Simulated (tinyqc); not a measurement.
From one set of inputs to another, one input at a time: minority-electron transport through the base of a bipolar transistor (Moll-Ross and Kroemer integrals). Computed by tinyqc, a small Python program. Command: `OMP_NUM_THREADS=1 python tinyqc.py 3030489 3030490 out.jsonl base ladder`. One thread of a shared host (Intel(R) Xeon(R) Processor @ 2.30GHz), about 0.01 s of CPU time with the checks.

Low injection, one dimension, x from the emitter edge (0) to the collector edge (W), s = x/W. Recombination is treated as a small correction (valid for tau_B well below tau_n), computed from the stored charge.

The inputs printed are set A. Set A is modelled on GaAs; the values taken over come from a set modelled on SiGe. Inputs not listed in the table keep their values of set A, so the rows need not describe a real material.

Inputs (values chosen for the exercise, modelled on GaAs):

| quantity | value | unit |
|---|---|---|
| intrinsic density n_i at the emitter edge | 2.1e+06 | 1/cm^3 |
| base doping at the emitter edge N_0 | 6.3e+18 | 1/cm^3 |
| base width W | 100 | nm |
| mu_min | 1300 | cm^2/(V s) |
| mu_max | 6880 | cm^2/(V s) |
| N_ref | 9.7e+16 | 1/cm^3 |
| saturation velocity v_s | 0.97 | 1e7 cm/s |
| electron lifetime tau_n | 20 | ns |
| emitter Gummel number G_E | 3e+12 | s/cm^4 |
| base-emitter voltage V_BE | 0.88 | V |
| temperature T | 300 | K |
| doping ratio N_0/N(W) | 21 | - |
| gap narrowing across the base dE_g | 130 | meV |

Base doping profile: exponential. Gap grading: linear. Exit of the base: saturation velocity.

Constants: k_B = 8.617333262e-05 eV/K; e = 1.602176634e-19 C.

Method:
- N(x) = N_0 (ratio)^(-s); n_i(x)^2 = n_i^2 exp(s dE_g/k_B T); D(x) = (k_B T/e) mu, mu = mu_min + (mu_max - mu_min)/(1 + (N/N_ref)^0.7).
- With y(x) = N n_i^2/(D n_i(x)^2): base Gummel number G_B = int_0^W y dx + N(W) n_i^2/(v_s n_i(W)^2); J_C = e n_i^2 exp(e V_BE/k_B T)/G_B; n(x) = (J_C/e)(n_i(x)^2/(N n_i^2)) [int_x^W y dx + the same exit term]; transit time tau_B = (e/J_C) int n dx; trapezoid rule on 401 even points.
- Emitter-limited gain beta_E = G_E/G_B; recombination-limited gain beta_R = tau_n/tau_B; 1/beta = 1/beta_E + 1/beta_R; f_T from the base alone = 1/(2 pi tau_B).

Each row keeps all changes above it:

| input moved | from | to | base transit time tau_B (ps) | current gain beta | base Gummel number G_B (s/cm^4) |
|---|---|---|---|---|---|
| set A | - | - | 0.3242 | 16.58 | 1.8090e+11 |
| emitter Gummel number G_E (s/cm^4) | 3e+12 | 2.2e+13 | 0.3242 | 121.38 | 1.8090e+11 |
| base width W (nm) | 100 | 96 | 0.3037 | 126.44 | 1.7367e+11 |
| gap narrowing across the base dE_g (meV) | 130 | 54 | 0.4500 | 82.40 | 2.6649e+11 |
| base doping at the emitter edge N_0 (1/cm^3) | 6.3e+18 | 2.2e+19 | 0.5175 | 20.45 | 1.0750e+12 |
| mu_min (cm^2/(V s)) | 1300 | 210 | 1.0426 | 5.88 | 3.7388e+12 |
| saturation velocity v_s (1e7 cm/s) | 0.97 | 0.98 | 1.0407 | 5.88 | 3.7386e+12 |
| electron lifetime tau_n (ns) | 20 | 2.7 | 1.0407 | 5.87 | 3.7386e+12 |

Base transit time tau_B goes from 0.324 to 1.04, a factor 3.21 in all. The largest single move comes from mu_min (a factor 2.01). Current gain beta goes from 16.6 to 5.87, a factor 0.354 in all. The largest single move comes from emitter Gummel number G_E (a factor 7.32), but it runs against the net change; the largest move in the direction of the net change is base doping at the emitter edge N_0 (a factor 0.248). Base Gummel number G_B goes from 1.81e11 to 3.74e12, a factor 20.7 in all. The largest single move comes from base doping at the emitter edge N_0 (a factor 4.03). The single moves hold for this order of the switches; the total does not depend on the order.

Caution (rows set A, emitter Gummel number G_E, base width W, gap narrowing across the base dE_g, base doping at the emitter edge N_0): the mean velocity exceeds v_s, so drift-diffusion with a low-field mobility overstates the speed.

Extremes, crossings and ranges named in words are read from the listed rows.
